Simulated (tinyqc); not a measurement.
Comparisons within one model: hole subbands of a hard-walled well, four-band Luttinger model. A value that a table varies takes the place of the one given here.

Hole energies are counted downwards from the unstrained band edge, c = hbar^2/2m0. After the usual block transformation one block is H = [[P + Q - Zs, R - i S], [R + i S, P - Q + Zs]] in (heavy, light), with P +/- Q = c [(g1 +/- g2) k^2 + (g1 -/+ 2 g2) kz^2], R = sqrt(3) c gR k^2, S = 2 sqrt(3) c g3 k kz, kz = -i d/dz; axial approximation gR = (g2 + g3)/2. Zs = b (e_par - e_perp) is the shear part of the strain (the hydrostatic part shifts all levels alike and is left out). Basis sqrt(2/L) sin(n pi z/L), n = 1 to N, for each component: kz^2 gives (n pi/L)^2 and the heavy-light block is R delta_nm - 2 sqrt(3) c g3 k D_nm with D_nm = 4 n m/(L (n^2 - m^2)) for n + m odd, 0 otherwise. The other block has the same levels. The split-off band is left out.

Constants: hbar^2/2m0 = 3.80998211 eV angstrom^2.

Parameters, chosen for this exercise (near those of GaSb; shifted at random, so the results belong to these values and not to a real crystal): g1 = 13.25 (Luttinger gamma1); g2 = 4.66 (gamma2); g3 = 5.91 (gamma3); L = 110 angstrom (well width along [001]); Zs = 0 eV (shear strain energy); k = 0.0408 1/angstrom (wave vector in the plane); Zlist = (-0.0733, -0.0446, -0.0197, -0.0099, 0, 0.0187, 0.0587) eV (shear strain energies (negative: tension in the plane, for b < 0)).

## Which coupling does what

N = 20, at the given k. Diagonal: R = S = 0. Along [100] and [110] gR is g2 and g3 instead of their mean.

Hole energies (meV):
```
model         E1      E2      E3      E4
diagonal  124.62  125.80  162.44  223.51
R alone    67.15  144.73  183.27  216.33
S alone    49.98   71.42  134.84  145.03
axial      29.42   61.97  119.93  164.54
[100]      33.56   64.07  121.88  162.11
[110]      24.97   59.62  117.98  166.74
```

What does this show, and why?

The couplings move E1 by -95.20 meV: R alone by -57.47, S alone by -74.64, so S matters more at k L/pi = 1.43 (R grows as k^2 and joins equal n, S as k and joins n of opposite parity). Warping spreads E1 by 8.59 meV between [100] and [110], the hole being heavier along [110]; the axial value lies between them.

## Strain

N = 20. dE is the rise of the top subband from k = 0 to k1 = pi/(4L), m1 = c k1^2/dE (dash if dE is not positive), and the heavy weight is taken at k = pi/L.

Top subband:
```
Zs (eV)  HH1 (meV)  LH1 (meV)  dE (meV)  heavy weight  m1 (m0)
-0.0733       85.5       -3.2     0.067         0.130    2.890
-0.0446       56.8       25.5    -1.135         0.234        -
-0.0197       31.9       50.4     2.388         0.401    0.081
-0.0099       22.1       60.2     2.598         0.488    0.075
0.0000        12.2       70.1     2.691         0.580    0.072
0.0187        -6.5       88.8     2.803         0.745    0.069
0.0587       -46.5      128.8     2.949         0.919    0.066
```

What can be read from the table?

HH1 and LH1 cross at Zs = -2 c g2 (pi/L)^2 = -0.0290 eV; for more negative Zs the light hole is on top. Among the rows with HH1 on top, m1 goes from 0.081 to 0.066 m0 as the splitting widens from 19 to 175 meV, against the unmixed 1/(g1 + g2) = 0.056: compression lightens the holes here. A dash marks a top subband whose hole energy at k1 lies below that at k = 0: an electron-like (negative) mass. m1 describes the neighbourhood of k = 0 only; where HH1 and LH1 lie close, the band may peak further out.

## Size of the sine basis

The four lowest hole energies at the given k for growing N.

Hole energies (meV):
```
N       E1       E2       E3       E4
2   37.619  100.268  235.165  374.855
3   30.198   69.405  158.993  221.282
4   30.195   63.332  126.276  181.781
6   29.653   62.415  121.222  166.570
10  29.465   62.069  120.158  164.840
20  29.418   61.972  119.934  164.535
40  29.412   61.958  119.907  164.501
80  29.412   61.956  119.903  164.497
```

Is N = 3 enough for 1 meV in the two lowest levels?

No: against N = 80, N = 3 errs by up to 7.45 meV in E1 and E2, always upwards, as a variational basis must. Both are within 0.1 meV of N = 80 from N = 20 on; N = 40 and N = 80 differ by 1.8e-03 meV at most.

## What each parameter does

N = 20; the three lowest hole energies at the given k and the heavy weight of the lowest. Each row changes one parameter from the base and keeps the others.

Results:
```
case                  E1 (meV)  E2 (meV)  E3 (meV)  heavy weight
base                     29.42     61.97    119.93         0.485
g1 = 14.31               42.26     83.07    152.13         0.474
g2 = 4.19                33.02     67.58    133.87         0.478
g3 = 5.44                37.01     73.72    131.21         0.479
L = 100 angstrom         34.08     72.87    140.33         0.506
Zs = 0.02 eV             27.91     52.07    105.80         0.590
k = 0.053 1/angstrom     36.94     65.61    125.43         0.435
```

What can be read from the table?

The largest shifts from the base row, up to three for each result and ties (the steps differ in size, so this ranks the rows, not the parameters). E1 (meV): g1 +12.84, g3 +7.60, k +7.52. E2 (meV): g1 +21.10, g3 +11.75, L +10.90. E3 (meV): g1 +32.20, L +20.40, Zs -14.14. heavy weight: Zs +0.105, k -0.050, L +0.021.

(tinyqc, `OMP_NUM_THREADS=1 python tinyqc.py 1252451 1252452 out.jsonl`, Intel(R) Xeon(R) Processor @ 2.30GHz, 1 thread, shared host, about 0.1 s.)
